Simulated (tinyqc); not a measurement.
Thickness from two neighbouring fringes.

Question. At normal incidence a transparent film with an index between those of air and substrate, taken as constant, has reflectance minima at 2 n1 d = (m + 1/2) lam (small phase shifts at the substrate neglected). Find d and the order m of the shorter wavelength.

Parameters, values chosen for the exercise: index of the transparent film n1 = 2.036.

wavelengths of two neighbouring reflectance minima (nm): [530, 611.53846]

Solution. Neighbouring orders differ by one: 2 n1 d (1/lam1 - 1/lam2) = 1.

d = 976 nm
m = 7

Program tinyqc, `OMP_NUM_THREADS=1 python tinyqc.py 2870206 2870207 out.jsonl`; Intel Xeon 2.30GHz, shared host, one thread, about 0.4 s.
